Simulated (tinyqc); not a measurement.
## Trap density and cross-section from the conductance peak

Inverse problem. For a continuum of interface traps on an n-type substrate Gp/w peaks at 2 pi f tau = 1.9803 with the height 0.40237 q Dit, and tau = 1/(sn vth Nd exp(psi/Vt)) with psi = ps. Find Dit, tau and sn.

Parameters, values chosen for the exercise:

| symbol | value | unit | meaning |
|---|---|---|---|
| T | 300 | K | temperature |
| Nd | 1.4e16 | cm^-3 | donor density |
| ps | -0.278 | V | band bending psi |
| vth | 2.4e7 | cm/s | thermal velocity |

Constants: q = 1.602176634e-19 C, kB = 1.380649e-23 J/K, Vt = kB T/q. Results are converted to the units shown.

peak Gp/w = 328.78058 nF/cm^2
frequency of the peak = 7694.4018 Hz

Solution. The height gives Dit, the position tau, and tau with the surface density gives sn.

Dit = 5.100e12 cm^-2 eV^-1
tau = 4.096e-5 s
sn = 3.400e-15 cm^2

Program tinyqc, `OMP_NUM_THREADS=1 python tinyqc.py 2030074 2030075 out.jsonl`; Intel Xeon 2.30GHz, shared host, one thread, about 0.01 s.
